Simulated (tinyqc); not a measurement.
## Strained alloy layer of InAs and GaAs on (001) InP, model-solid band line-up: transition against well width

The layer is x parts of the first compound and 1 - x of the second, grown coherently on the third as substrate and barrier. Rows of the table: lattice constant a, average valence level Ea on an absolute scale, spin-orbit splitting so, gaps at Gamma, X and L, hydrostatic deformation potentials av and ac (Gamma), shear potential b, elastic constants, electron and heavy-hole (along z) masses. All are interpolated linearly in x; gaps get -C x (1 - x), taken wholly in the conduction band; real line-ups can differ from this model by 0.1 eV or more.

In-plane strain e = (a_substrate - a)/a, e_z = -2 (c12/c11) e, volume change 2 e + e_z. With v = 2 e + e_z and d = 2 b (e_z - e): Eav = Ea + av v; E_hh = Eav + so/3 - d/2; E_lh = Eav - so/6 + d/4 + sqrt(so^2 + so d + 9 d^2/4)/2; E_c = Ea + so/3 + EG + ac v (Gamma). Substrate: E_v = Ea + so/3, E_c = E_v + EG. Well depths: dEc = E_c(substrate) - E_c, dEhh = E_hh - E_v(substrate), dElh likewise; strained Gamma gap E_c - max(E_hh, E_lh); positive values confine carriers in the layer. Lowest level of a finite well of width Lw and depth V: kw Lw/2 = arctan(sqrt((mw/mb)(V - E)/E)), kw = sqrt(mw E/C), C = hbar^2/(2 m0), for electrons (dEc) and heavy holes (dEhh), mb from the substrate; transition E_c - E_hh + both levels, without exciton binding; wavelength h c/E.

Values chosen for this exercise:
```
symbol,value,unit,meaning
x,0.55,,fraction of the first compound in the layer
CG,0.477,eV,bowing of the Gamma gap
CX,1.4,eV,bowing of the X gap
CL,0.33,eV,bowing of the L gap
```

Constants: q = 1.602176634e-19 C, hbar = 1.054571817e-34 J s, h = 6.62607015e-34 J s, m0 = 9.1093837015e-31 kg, c = 299792458 m/s, hbar^2/(2 m0) = 0.0380998212 eV nm^2. Results are converted to the units shown.

Binary compounds, values chosen for the exercise:
```
	close to InAs	close to GaAs	close to InP
a (angstrom)	6.058	5.653	5.869
Ea (eV)	-6.67	-6.92	-7.04
so (eV)	0.376	0.337	0.111
EG (eV)	0.358	1.44	1.35
EX (eV)	1.36	1.91	2.2
EL (eV)	1.07	1.7	1.9
av (eV)	1	1.16	1.28
ac (eV)	-5.09	-7.16	-5.07
b (eV)	-1.79	-1.7	-1.72
c11 (GPa)	83.5	120	101
c12 (GPa)	44.9	54.3	56.5
me (m0)	0.0231	0.0676	0.0799
mh (m0)	0.326	0.352	0.53
```

Result of one run:
```
electron level (meV)	heavy-hole level (meV)	transition energy (eV)	wavelength (nm)
73.918	19.607	0.82467	1503.4
```

Which layer thickness Lw gave this result: 2.1, 6.1, 8.7, 18 or 25 nm?

Lw = 6.1 nm.

The whole series:
```
Lw (nm)	electron level (meV)	heavy-hole level (meV)	transition energy (eV)	wavelength (nm)
1.5	215.77	128.51	1.0754	1152.9
2.1	184.05	88.985	1.0042	1234.7
3	145.39	56.600	0.93313	1328.7
4.3	106.66	33.850	0.87165	1422.4
6.1	73.918	19.607	0.82467	1503.4
8.7	47.921	10.837	0.78990	1569.6
12	30.845	6.1672	0.76815	1614.1
18	16.719	2.9473	0.75081	1651.3
25	9.7861	1.5931	0.74252	1669.8
```

The wavelength rises from 1153 to 1670 nm, towards 1696 nm for E_c - E_hh alone. The electron level goes as Lw^(-0.47) in the thinnest wells, where it reaches 78.1 % of the depth dEc = 276 meV, and as Lw^(-1.63) in the widest. One monolayer (a/2) more shifts the transition by about -17 meV at Lw = 3 nm. For Lw = 1.5, 2.1 the electron level exceeds 150 meV, where non-parabolicity lowers it.

Program tinyqc, `OMP_NUM_THREADS=1 python tinyqc.py 2690156 2690157 out.jsonl`; Intel Xeon 2.30GHz, shared host, one thread, about 0.01 s.
